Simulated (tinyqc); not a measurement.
Extrapolating accelerated tests: lateral field, substrate current, probability of reaching the oxide barrier and hot-carrier lifetime of a silicon transistor (pseudo-two-dimensional and lucky-electron models). Computed by tinyqc, a small Python program. Command: `OMP_NUM_THREADS=1 python tinyqc.py 3027147 3027148 out.jsonl hotcar walk`. One thread of a shared host (Intel(R) Xeon(R) Processor @ 2.30GHz), about 0.01 s of CPU time with the checks.

Local-field models: a lucky carrier gains its energy at the peak field over a path free of collisions. Voltages are magnitudes.

Inputs (values chosen for the exercise, modelled on a silicon n-channel):

| quantity | value | unit |
|---|---|---|
| channel length L | 260 | nm |
| oxide thickness t | 7.3 | nm |
| junction depth x_j | 77 | nm |
| mobility mu | 380 | cm^2/(V s) |
| saturation velocity v_s | 0.8 | 1e7 cm/s |
| threshold voltage V_T | 0.75 | V |
| gate voltage V_G | 1.2 | V |
| drain voltage V_D | 3.2 | V |
| ionisation prefactor A_i | 2.2e+06 | 1/cm |
| ionisation field B_i | 1.77 | MV/cm |
| hot-carrier mean free path lambda | 8 | nm |
| oxide barrier phi_b | 3.1 | eV |
| interface-trap threshold phi_it | 3.8 | eV |
| lifetime constant H | 100 | s microampere/micrometre |
| length of the depleted extension L_n | 22 | nm |

Drain: lightly doped extension.

Constants: eps_0 = 8.8541878128e-12 F/m.

Method:
- C_ox = 3.9 eps_0/t; F_sat = 2 v_s/mu; V_Dsat = V_ov F_sat L/(V_ov + F_sat L), V_ov = V_G - V_T; I_D/W = C_ox v_s (V_ov - V_Dsat).
- Scale length l = 0.22 t^(1/3) x_j^(1/2) (all in cm); F_m = sqrt(((V_D - V_Dsat)/l_e)^2 + F_sat^2), with l_e = l + L_n; length of the velocity-saturated region l_e ln((V_D - V_Dsat)/(l_e F_sat) + F_m/F_sat).
- Substrate current I_sub/I_D = (A_i/B_i)(V_D - V_Dsat) exp(-B_i/F_m); probability of reaching the oxide barrier exp(-phi_b/(e lambda F_m)); lifetime tau = (H/(I_D/W)) exp(phi_it/(e lambda F_m)).
- V_10 solves tau = 3.156e8 s at the given V_G. The extrapolation fits ln(tau) against 1/V_D at 1, 1.08, 1.16 and 1.25 times the given V_D (rounded to 3 digits) by least squares and reads off the same tau.

V_Dsat = 0.318910 V

Stress points:

| V_D (V) | 1/V_D (1/V) | tau (s) |
|---|---|---|
| 3.20 | 0.31250 | 6.0383e+05 |
| 3.46 | 0.28902 | 2.1508e+05 |
| 3.71 | 0.26954 | 9.2341e+04 |
| 4.00 | 0.25000 | 3.9916e+04 |

ten-year drain voltage V_10 = 2.2292 V

V_10 from the 1/V_D extrapolation = 2.1901 V

What follows from these numbers?

The extrapolation is 39 mV below the true value: ln(tau) is nearly linear in 1/(V_D - V_Dsat), not in 1/V_D, so the straight line errs on the safe side when one extrapolates down. At V_10 the available energy e V_D is below phi_it, so the model understates the lifetime there.

Extremes, crossings and ranges named in words are read from the listed rows.
